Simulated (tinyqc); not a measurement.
Gain for each load and current direction: deformation-potential model of the X valleys of a conduction band.

Valleys with axes along x, y and z, one whole valley each. Herring-Vogt shift of a valley with unit axis a: dE = Xd tr(e) + Xu a.e.a. Non-degenerate shares n_i = exp(-dE_i/kT)/sum_j exp(-dE_j/kT). Inverse mass tensor of a valley: (1 - a a)/mt + a a/ml; the masses are taken as independent of strain.

s11 = (C11 + C12)/((C11 - C12)(C11 + 2 C12)), s12 = -C12/((C11 - C12)(C11 + 2 C12)), s44 = 1/C44; exx = s11 sxx + s12 (syy + szz) and cyclic, exy = s44 sxy/2; tension is positive. A uniaxial stress X along the unit vector n is s_ij = X n_i n_j.

Constants: kB = 8.617333262e-05 eV/K.

Inputs chosen for the exercise (near those of GaP; not measured data):
- ml = 2.065 m0 (longitudinal mass)
- mt = 0.253 m0 (transverse mass)
- Xd = 1.41 eV (dilation potential)
- Xu = 6.67 eV (uniaxial potential)
- C11 = 132.5 GPa
- C12 = 61.4 GPa
- C44 = 70.6 GPa
- X1 = 1.3 GPa (size of the stress)
- T = 300 K (temperature)

Each load has the size X1. Gain m_c(0)/m_c - 1 in per cent from repopulation alone, m_c = 1/(u.M.u), M = sum_i n_i (inverse mass tensor); biaxial means sxx = syy.

Gain (%); + is tension, - compression:

| load | [100] | [010] | [001] | [110] | [1-10] | [111] |
|---|---|---|---|---|---|---|
| uniaxial [110] (+) | 31.5 | 31.5 | -63.0 | 31.5 | 31.5 | 0.0 |
| uniaxial [110] (-) | -17.9 | -17.9 | 35.7 | -17.9 | -17.9 | 0.0 |
| uniaxial [100] (+) | 40.8 | -20.4 | -20.4 | 10.2 | 10.2 | 0.0 |
| uniaxial [100] (-) | -80.5 | 40.3 | 40.3 | -20.1 | -20.1 | 0.0 |
| uniaxial [111] (+) | 0.0 | 0.0 | 0.0 | 0.0 | 0.0 | 0.0 |
| uniaxial [111] (-) | 0.0 | 0.0 | 0.0 | 0.0 | 0.0 | 0.0 |
| biaxial (001) (+) | 40.3 | 40.3 | -80.5 | 40.3 | 40.3 | 0.0 |
| biaxial (001) (-) | -20.4 | -20.4 | 40.8 | -20.4 | -20.4 | 0.0 |

How do the results move, and what explains it?

The largest gain is +40.8 %, for uniaxial [100] (+) with the current along [100] and biaxial (001) (-) with the current along [001]; for a [110] channel it is +40.3 %, under biaxial (001) (+). No gain or loss appears under uniaxial [111]: the valleys stay equivalent (in real silicon shear also changes the masses, which this model leaves out).

(tinyqc, `OMP_NUM_THREADS=1 python tinyqc.py 1050957 1050958 out.jsonl`, Intel(R) Xeon(R) Processor @ 2.30GHz, 1 thread, shared host, about 0.02 s.)
